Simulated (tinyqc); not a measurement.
Inside a calculation. Method: plane-wave Kohn-Sham cycle with exchange-only LDA in a layered model solid. One step of it, computed by the program tinyqc.

Problem. Iteration 2: potential. V_H(G) = 4 pi rho(G)/G^2 for G != 0 (uniform background); v_x = -(3 rho/pi)^(1/3); V = V_ext + V_H + v_x; Fourier components f(G_m) = (1/N) sum_j f(x_j) exp(-i G_m x_j).

A solid whose potential varies along x alone (atomic units):
```
parameter                      value
period a                    4.500000
cross-section of the cell  17.000000
electrons per cell                 2
grid points                       16
plane waves -n..n, n               2
k points                           1
V1 in V1 cos(2 pi x/a)     -0.570000
V2 in V2 cos(4 pi x/a)     -0.260000
```

density after iteration 1 (e/bohr^3): 0.02852903  0.02811555  0.02713301  0.02611713  0.02544751  0.02516937  0.02513138  0.02517312  0.02519748  0.02517312  0.02513138  0.02516937  0.02544751  0.02611713  0.02713301  0.02811555

Give: Potentials on the grid; V(G_m), m = 0, 1, 2, ....

Solution.

Potentials on the grid (hartree):
```
x         V_ext      V_H      v_x        V
0.0000  -0.8300   0.0112  -0.3009  -1.1197
0.2812  -0.7105   0.0100  -0.2994  -0.9999
0.5625  -0.4031   0.0070  -0.2959  -0.6920
0.8438  -0.0343   0.0029  -0.2922  -0.3235
1.1250   0.2600  -0.0011  -0.2896  -0.0308
1.4062   0.4020  -0.0045  -0.2886   0.1089
1.6875   0.4031  -0.0070  -0.2884   0.1076
1.9688   0.3428  -0.0084  -0.2886   0.0458
2.2500   0.3100  -0.0089  -0.2887   0.0124
2.5312   0.3428  -0.0084  -0.2886   0.0458
2.8125   0.4031  -0.0070  -0.2884   0.1076
3.0938   0.4020  -0.0045  -0.2886   0.1089
3.3750   0.2600  -0.0011  -0.2896  -0.0308
3.6562  -0.0343   0.0029  -0.2922  -0.3235
3.9375  -0.4031   0.0070  -0.2959  -0.6920
4.2188  -0.7105   0.0100  -0.2994  -0.9999
```

V(G_m), m = 0, 1, 2, ... (hartree): -0.2922  -0.2829  -0.1307  -0.0002  0.0000
